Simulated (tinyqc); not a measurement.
Beam energy: resolution against speed: sputter depth profiling of a dopant layer: erosion rate, quantification and the mixing-roughness response. Computed by tinyqc, a small Python program. Command: `OMP_NUM_THREADS=1 python tinyqc.py 3009258 3009259 out.jsonl sims walk`. One thread of a shared host (Intel(R) Xeon(R) Processor @ 2.30GHz), about 0.03 s of CPU time with the checks.

A rastered ion beam erodes silicon (49.94 atoms per nm^3). The measured profile is the true one convolved with a depth response.

Inputs (values chosen for the exercise, modelled on a dopant in silicon under an oxygen or caesium beam):
```
quantity,value,unit
beam energy E,2.6,keV
beam current,39,nA
raster side,300,um
sputter yield at 1 keV,1.3,-
mixing length at 1 keV,2,nm
roughness sigma,0.74,nm
depth of the top edge z0,25,nm
box width b,7.3,nm
box concentration C,4e+20,1/cm^3
relative sensitivity factor RSF,3.9e+20,1/cm^3
matrix count rate,1.3e+06,1/s
background count rate,3.5,1/s
counting time per point,0.5,s
level that defines the junction C_B,4e+17,1/cm^3
```

True profile: box.

Constants: e = 1.602176634e-19 C.

Method:
- Scaling chosen for the exercise: yield Y = Y1 E^0.5, mixing length w = w1 E^0.5 (E in keV).
- Erosion rate = Y I/(e x raster^2 x density); depth step = rate x counting time; concentration = RSF x counts/matrix counts; detection limit = RSF x 3 sqrt(background x time)/(matrix rate x time).
- Mixing alone turns a layer at z0 into (1/w) exp(-(z - z0 + w)/w) for z > z0 - w; roughness adds a Gaussian of width sigma. With x = z - z0 + w: g(x) = (1/(2w)) exp(sigma^2/(2 w^2) - x/w) erfc((sigma/w - x/sigma)/sqrt2), and its integral G(x) = (1/2) erfc(-x/(sigma sqrt2)) - w g(x). Measured: C [G(x) - G(x - b)].
- Width = full width at half maximum; the apparent junction is the deep point where the profile falls to C_B; time to profile to twice z0 = 2 z0/erosion rate, at fixed current.

erosion rate = 0.113525 nm/s

Measured values:
```
E (keV),w (nm),peak (1/cm^3),width (nm),apparent junction (nm),time (min)
0.15,0.7746,3.9903e+20,7.3058,37.230,30.561
0.25,1.0000,3.9726e+20,7.3174,38.481,23.672
0.50,1.4142,3.9101e+20,7.3635,40.840,16.739
1.00,2.0000,3.7687e+20,7.4869,44.200,11.836
2.00,2.8284,3.5184e+20,7.7657,48.884,8.369
4.00,4.0000,3.1577e+20,8.3078,55.296,5.918
8.00,5.6569,2.7183e+20,9.2374,63.947,4.185
```

From the highest to the lowest energy the width goes from 9.24 to 7.31 nm, towards the floor set by roughness and the box width 7.3 nm, and the junction error from 31.6 to 4.93 nm, at 7.3 times the time. Extrapolating the tail slope to zero energy separates mixing from real diffusion. Caution: the surface transient, segregation under the beam and the growth of roughness with depth are left out, and real yields fall faster near the sputter threshold.

Extremes, crossings and ranges named in words are read from the listed rows.
